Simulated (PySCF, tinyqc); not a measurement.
Inside a calculation. Method: coupled-perturbed Hartree-Fock on RHF in the sto-3g basis, for H6, spin multiplicity 1. The lowest restricted solution is unstable here: a spin-polarised one lies 0.0046 hartree lower (PySCF). One step of it, computed by the program tinyqc.

Task: Coupled step 2. U_ai = -(mu_ai + sum_bj [4 (ai|bj) - (ab|ij) - (aj|bi)] U_bj) / (e_a - e_i); alpha = -4 sum U_ai mu_ai.

U after step 1:
```
          i1         i2        i3
a4  0.129527   0.000000  5.041642
a5  0.000000  -0.877774  0.000000
a6  0.170253   0.000000  0.100924
```

dipole integrals <a|z|i> (bohr):
```
           i1        i2         i3
a4  -0.105464  0.000000  -2.428858
a5   0.000000  0.628930   0.000000
a6  -0.210953  0.000000  -0.114418
```

orbital energies (hartree): MO1 -0.589770, MO2 -0.489321, MO3 -0.337460, MO4 0.202933, MO5 0.485556, MO6 0.778416

Two-electron integrals over orbitals (pq|rs), unique and non-zero (hartree):
```
(11|11) 0.394300    (21|21) 0.127193    (22|11) 0.313476    (22|22) 0.357021
(31|11) -0.076420   (31|22) 0.041039    (31|31) 0.111593    (32|21) 0.107046
(32|32) 0.128477    (33|11) 0.347873    (33|22) 0.321073    (33|31) -0.029140
(33|33) 0.349412    (41|21) -0.044556   (41|32) 0.012704    (41|41) 0.082213
(42|11) -0.067060   (42|22) -0.003057   (42|31) 0.055925    (42|33) -0.006332
(42|42) 0.080580    (43|21) 0.072854    (43|32) 0.071011    (43|41) -0.012950
(43|43) 0.094601    (44|11) 0.350846    (44|22) 0.323037    (44|31) -0.028554
(44|33) 0.343534    (44|42) -0.014673   (44|44) 0.355803    (51|11) 0.007271
(51|22) 0.032383    (51|31) 0.028411    (51|33) -0.014983   (51|42) -0.034554
(51|44) -0.007744   (51|51) 0.052952    (52|21) 0.034134    (52|32) -0.002870
(52|41) -0.054643   (52|43) -0.040108   (52|52) 0.090478    (53|11) 0.071261
(53|22) 0.006207    (53|31) -0.058297   (53|33) 0.016256    (53|42) -0.076640
(53|44) 0.012771    (53|51) 0.029755    (53|53) 0.081468    (54|21) -0.108721
(54|32) -0.123752   (54|41) -0.005436   (54|43) -0.072650   (54|52) 0.001144
(54|54) 0.131802    (55|11) 0.326998    (55|22) 0.362974    (55|31) 0.033462
(55|33) 0.332731    (55|42) -0.006722   (55|44) 0.339576    (55|51) 0.031818
(55|53) 0.008864    (55|55) 0.384707    (61|21) 0.001344    (61|32) -0.020859
(61|41) -0.029948   (61|43) 0.048767    (61|52) -0.035679   (61|54) 0.018726
(61|61) 0.070758    (62|11) -0.009816   (62|22) -0.034343   (62|31) -0.026853
(62|33) 0.007933    (62|42) 0.031267    (62|44) 0.010034    (62|51) -0.049495
(62|53) -0.033261   (62|55) -0.034076   (62|62) 0.051509    (63|21) -0.046013
(63|32) 0.006408    (63|41) 0.078408    (63|43) -0.014296   (63|52) -0.055012
(63|54) -0.007489   (63|61) -0.028976   (63|63) 0.082869    (64|11) -0.079017
(64|22) 0.035249    (64|31) 0.108649    (64|33) -0.030947   (64|42) 0.058281
(64|44) -0.032022   (64|51) 0.026127    (64|53) -0.060180   (64|55) 0.036451
(64|62) -0.026450   (64|64) 0.117179    (65|21) -0.130853   (65|32) -0.112160
(65|41) 0.045578    (65|43) -0.077592   (65|52) -0.035468   (65|54) 0.117250
(65|61) -0.001912   (65|63) 0.050288    (65|65) 0.146250    (66|11) 0.417791
(66|22) 0.333302    (66|31) -0.081296   (66|33) 0.371385    (66|42) -0.072819
(66|44) 0.378677    (66|51) 0.008338    (66|53) 0.078914    (66|55) 0.355596
(66|62) -0.011520   (66|64) -0.089169   (66|66) 0.463836
```

Give: U after step 2; polarisability.

Result:

U after step 2:
```
       i1      i2     i3
a4  0.115   0.000  5.119
a5  0.000  -0.923  0.000
a6  0.176   0.000  0.092
```

polarisability = 52.294 bohr^3
